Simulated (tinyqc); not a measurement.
Exchange-split free-electron bands and tunnelling magnetoresistance: sweeps and comparisons. A value that a table varies takes the place of the one given here.

Majority and minority bands E = c k^2/m -/+ Dx/2, c = hbar^2/2m0, so k_up = sqrt(m (EF + Dx/2)/c), k_dn = sqrt(m (EF - Dx/2)/c); n_s = k_s^3/(6 pi^2), D_s = m k_s/(4 pi^2 c).

Barrier: kappa = sqrt(mb phi/c), c = hbar^2/2m0. With a = k1/m, b = k2/m, w = kappa/mb, the transmission at normal incidence is T(k1, k2) = 4 a b w^2/[w^2 (a + b)^2 + (w^2 + a^2)(w^2 + b^2) sinh^2(kappa d)]. Parallel: G_P = T(up, up) + T(dn, dn); antiparallel: G_AP = 2 T(up, dn); TMR = (G_P - G_AP)/G_AP. Julliere: TMR = 2 P^2/(1 - P^2). Slonczewski factor: P_eff = P_k (w^2 - a_up a_dn)/(w^2 + a_up a_dn), P_k = (k_up - k_dn)/(k_up + k_dn).

Constants: hbar^2/2m0 = 3.80998211 eV angstrom^2.

Values chosen for the exercise:
```
symbol  value  unit      meaning
EF      5.07   eV        Fermi energy above the mean band bottom
Dx      7.59   eV        exchange splitting
m       1      m0        mass in the electrodes
mb      0.35   m0        mass in the barrier
d       10.4   angstrom  barrier thickness
phi     1.69   eV        barrier height above EF
```

## Barrier height

Results:
```
phi (eV)  w (1/angstrom)    P_eff  TMR (%)       G_P
0.20               0.387  -0.3193    18.43     0.245
0.40               0.548  -0.2217    10.15     0.102
0.70               0.725  -0.1143     2.93    0.0316
1.0                0.866  -0.0365     0.41    0.0116
1.5                1.061   0.0544     0.63   0.00281
2.0                1.225   0.1166     2.77  0.000832
3.0                1.500   0.1965     8.03  0.000105
4.0                1.732   0.2455    12.82  1.80e-05
6.0                2.121   0.3025    20.14  9.09e-07
10                 2.738   0.3553    28.90  7.79e-09
```

P_eff vanishes where w^2 = a_up a_dn, at phi = 1.18 eV, inside the table; the lowest TMR listed is 0.41 % at 1 eV. TMR is 18.4 % at the lowest barrier and 28.9 % at the highest, against 50.8 % for Julliere with P_k; P_eff tends to +P_k for very high barriers and to -P_k for very low ones. G_P falls by 7.5 decades.

## Barrier thickness

Results:
```
d (angstrom)  kappa d       G_P      G_AP  TMR (%)
1               0.394      1.65      1.37    20.81
2               0.788      1.01     0.896    12.83
3               1.182     0.528     0.492     7.16
4               1.576     0.255     0.245     4.09
6               2.364    0.0551    0.0540     1.90
8               3.152    0.0115    0.0113     1.43
10              3.940   0.00238   0.00235     1.33
13              5.122  0.000224  0.000221     1.31
16              6.304  2.11e-05  2.08e-05     1.31
20              7.880  9.00e-07  8.89e-07     1.31
```

For thick barriers each angstrom costs a factor exp(2 kappa) = 2.20 in both conductances, and TMR settles at 1.31 % (the interface factor, which vanishes at (kappa/mb)^2 = k_up k_dn/m^2, reduces it below the value from the polarisation of k alone); it is within 0.1 point of that from d = 10 angstrom on. At 1 angstrom it is 20.81 %, where the barrier is thin and the mismatch of k_up and k_dn starts to rule, as it does fully for d -> 0.

## Exchange splitting

Dx takes the listed multiples of 2 EF.

Results:
```
Dx/(2 EF)    k_up    k_dn     P_k    P_eff  TMR (%)
0.10       1.2099  1.0944  0.0501  -0.0011     0.00
0.20       1.2637  1.0318  0.1010  -0.0014     0.00
0.35       1.3403  0.9300  0.1807   0.0015     0.00
0.50       1.4128  0.8157  0.2679   0.0127     0.04
0.65       1.4818  0.6825  0.3693   0.0415     0.36
0.80       1.5477  0.5159  0.5000   0.1135     2.63
0.90       1.5901  0.3648  0.6268   0.2332    11.52
0.97       1.6191  0.1998  0.7803   0.4630    54.56
```

P_k rises from 0.050 to 0.780, and TMR goes from 0.00 % to 54.6 %, steadily; P_eff changes sign along the table. At Dx = 2 EF the minority band is empty (a half metal) and G_AP vanishes.

## What moves the magnetoresistance

All results formed anew. Each row changes one parameter from the base and keeps the others.

Results:
```
case                  P_k   P_eff  TMR (%)       G_P
base               0.4501  0.0806     1.33   0.00174
Dx = 7.97 eV       0.4857  0.1033     2.18   0.00166
EF = 5.577 eV      0.3927  0.0327     0.23   0.00186
phi = 2.197 eV     0.4501  0.1361     3.78  0.000536
mb = 0.28 m0       0.4501  0.1281     3.37   0.00403
d = 12.4 angstrom  0.4501  0.0806     1.31  0.000359
m = 1.2 m0         0.4501  0.1196     2.91   0.00171
```

The largest shifts from the base row, up to three for each result and ties (the steps differ in size, so this ranks the rows, not the parameters). P_k: EF -0.0574, Dx +0.0356; unchanged at the printed digits by phi, mb, d and m. P_eff: phi +0.0555, EF -0.0479, mb +0.0475; unchanged at the printed digits by d. TMR (%): phi +2.45, mb +2.04, m +1.59. G_P: mb +0.00230, d -0.00138, phi -0.00120.

(tinyqc, `OMP_NUM_THREADS=1 python tinyqc.py 1680357 1680358 out.jsonl`, Intel(R) Xeon(R) Processor @ 2.30GHz, 1 thread, shared host, about 0.01 s.)
